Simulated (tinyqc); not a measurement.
# Which input was changed?

Model: kinetic Monte Carlo and master equation for a particle on a ring of sites with traps and bias. Computed by tinyqc, a small Python program. Command: `OMP_NUM_THREADS=1 python tinyqc.py 3026517 3026518 out.jsonl kmc which`. One thread of a shared host (Intel(R) Xeon(R) Processor @ 2.30GHz), about 0.05 s of CPU time with the checks.

7 sites on a ring, numbered 1 to 7. The saddle between i and i+1 lies at E0 + s b_i and site i at s eps_i; a force F tilts the landscape, with the saddle half-way.

Inputs (values chosen for the exercise, for a model defect): reference barrier E0 = 0.79 eV; scale factor s of the disorder = 1; attempt frequency nu = 3.9 THz; temperature T = 560 K; site spacing a = 2.8 angstrom; force F along the ring = 0.032 eV/angstrom.

Disorder: site traps.

site energies eps_i (eV): [-0.1, 0, 0, 0, 0, -0.092, 0]

saddle shifts b_i between sites i and i+1 (eV): [0, 0, 0, 0, 0, 0, 0]

Constants: k_B = 8.617333262e-05 eV/K.

Method:
- Rates: k(i to i+1) = nu exp(-(E0 + s b_i - s eps_i - F a/2)/(k_B T)), k(i to i-1) = nu exp(-(E0 + s b_(i-1) - s eps_i + F a/2)/(k_B T)).
- Share right = k right/(k right + k left); mean stay = 1/(k right + k left).
- Master equation dP/dt = W P, W_(i+1,i) = k right, W_(i-1,i) = k left, columns summing to zero. The steady state is its null vector; drift v = a sum P_i (k right - k left). D = a^2 lambda''(0)/2, where lambda(q) is the leading eigenvalue of W with right hops weighted by exp(q) and left hops by exp(-q).
- The slowest relaxation rate is minus the real part of the next eigenvalue of W. 1 angstrom = 1e-8 cm.
- At zero force D0 = a^2 nu exp(-E0/(k_B T)) / [<exp(-s eps/(k_B T))> <exp(s b/(k_B T))>], with means over the ring; Einstein relation v = D0 F/(k_B T); 1 angstrom = 1e-8 cm.

Problem. One of these inputs alone was changed, within the range given: scale factor s of the disorder (0.5 to 2); attempt frequency nu (1.95 to 7.8); site spacing a (1.4 to 5.6); force F along the ring (0.016 to 0.064). Which one, and to what value?

Results:
```
run     drift velocity v (cm/s)  D0 over the value without disorder  zero-force diffusivity D0 (cm^2/s)
before              0.006444965                           0.3558401                        8.451784e-11
after               0.008654669                           0.4778424                        1.134954e-10
```

Solution.

Each candidate set to reproduce drift velocity v, and what it then gives:
```
candidate                             range searched  value needed  D0 over the value without disorder  zero-force diffusivity D0 (cm^2/s)
scale factor s of the disorder              0.5 to 2        0.7900                             0.47784                          1.1350e-10
attempt frequency nu (THz)               1.95 to 7.8         5.237                             0.35584                          1.1350e-10
site spacing a (angstrom)                 1.4 to 5.6         3.182                             0.35584                          1.0912e-10
force F along the ring (eV/angstrom)  0.016 to 0.064       0.03989                             0.35584                          8.4518e-11
```

Only scale factor s of the disorder fits every result: it went from 1 to 0.790. The next best candidate, force F along the ring, misses one result by 26 %.
